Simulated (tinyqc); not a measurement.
## Four-point probe at the centre of a round wafer

Four collinear probes with spacing s at the centre of a thin disc of diameter d with an insulating edge: Rs = C V/I, C = pi/{ln 2 + ln[((d/s)^2 + 3)/((d/s)^2 - 3)]}; C tends to pi/ln 2 = 4.5324. x = d/s.

Inputs (values chosen for the exercise):
- ns = 1e15 cm^-2 (sheet density of the layer)
- mu = 42 cm^2/(V s) (drift mobility)
- I = 500 uA (current)

Constants: q = 1.602176634e-19 C. Results are converted to the units shown.

Results:

| x | C | C over its limit | V for Rs = 1/(q ns mu) (mV) |
|---|---|---|---|
| 3 | 2.2662 | 0.50000 | 32.788 |
| 3.5 | 2.6331 | 0.58096 | 28.219 |
| 4 | 2.9289 | 0.64621 | 25.370 |
| 5 | 3.3625 | 0.74188 | 22.098 |
| 10 | 4.1712 | 0.92031 | 17.814 |
| 15 | 4.3644 | 0.96295 | 17.025 |
| 20 | 4.4364 | 0.97882 | 16.749 |
| 40 | 4.5080 | 0.99462 | 16.483 |
| 100 | 4.5284 | 0.99914 | 16.408 |

Estimate the missing row, x = 7.5.

Computed row:

| x | C | C over its limit | V for Rs = 1/(q ns mu) (mV) |
|---|---|---|---|
| 7.5 | 3.9274 | 0.86653 | 18.919 |

With this row back in the table: C rises from 2.266 to 4.528. Using 4.5324 overstates Rs by 100 % in the first row and by under 1 % from d/s = 40 on among the rows.

Computed by the program tinyqc: `OMP_NUM_THREADS=1 python tinyqc.py 2850134 2850135 out.jsonl`, one thread of a shared Intel Xeon 2.30GHz, about 0.01 s for the whole run.
